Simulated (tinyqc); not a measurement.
# Worked calculation: signal and retention of a DRAM cell

tinyqc, about 0.01 s, one thread, Intel Xeon 2.30GHz (shared host): `OMP_NUM_THREADS=1 python tinyqc.py 2130129 2130130 out.jsonl` Printed values are rounded.

A stored one starts at Vd and leaks: Cs dV/dt = -I(V), I = a sqrt((V + Vb)/(Vd + Vb)) + b, with a = Ig exp[-(Eg1 q/kB)(1/T - 1/T0)] (generation in a depletion layer) and b = Is exp[-(Es q/kB)(1/T - 1/T0)]. The bit line is precharged to Vd/2, and charge sharing gives the signal (V - Vd/2) Cs/(Cs + Cb).

Inputs (values chosen for the exercise):
- Vd = 1 V (array voltage)
- Cs = 20 fF (cell capacitance)
- Cb = 44 fF (bit-line capacitance)
- dm = 46 mV (smallest signal that the sense amplifier resolves)
- Vb = 1.3 V (built-in plus back-bias voltage of the storage junction)
- Ig = 1 fA (junction leakage at V = Vd and T0)
- Is = 0.44 fA (voltage-independent leakage at T0)
- Es = 0.27 eV (activation energy of Is)
- T0 = 358 K (reference temperature)
- T = 358 K (temperature)
- sg = 0.78 (deviation of ln(retention time) over the cells)
- Nc = 8.59e9 (cells)
- tr = 32 ms (refresh interval)
- Eg1 = 0.59 eV (activation energy of Ig)

Constants: q = 1.602176634e-19 C, kB = 1.380649e-23 J/K. Results are converted to the units shown.

Range of the model: Real arrays also hold a tail of unusually leaky cells and cells whose retention varies in time, which this model lacks.

## Signal and margin

The cell fails below Vc = Vd/2 + dm (Cs + Cb)/Cs.

transfer ratio = 0.3125
signal of a fresh one = 156.2500 mV
Vc = 0.6472 V
charge that may be lost = 7.056 fC
the same in electrons = 44040.09

## Retention time

With s = sqrt((Vc + Vb)/(Vd + Vb)), the time from Vd to Vc is t = [2 Cs (Vd + Vb)/a] [1 - s - (b/a) ln((a + b)/(a s + b))].

a = 1 fA
b = 0.44 fA
retention time = 5.039169 s
estimate with the current held at a + b = 4.9 s

The constant-current estimate is 2.8 % below the true time, since the junction leaks less as V falls.

## Failing cells

This time is the median of a log-normal spread: failing cells = Nc erfc(z/sqrt 2)/2, z = ln(t/tr)/sg. One failure is expected at the interval where that count equals 1.

z = 6.486231
failing cells = 0.3780026
interval for one failure = 35.92339 ms

The weakest cell of the array lies about 6.34 deviations out, a factor of 140 below the median; the chosen interval is shorter than that time.
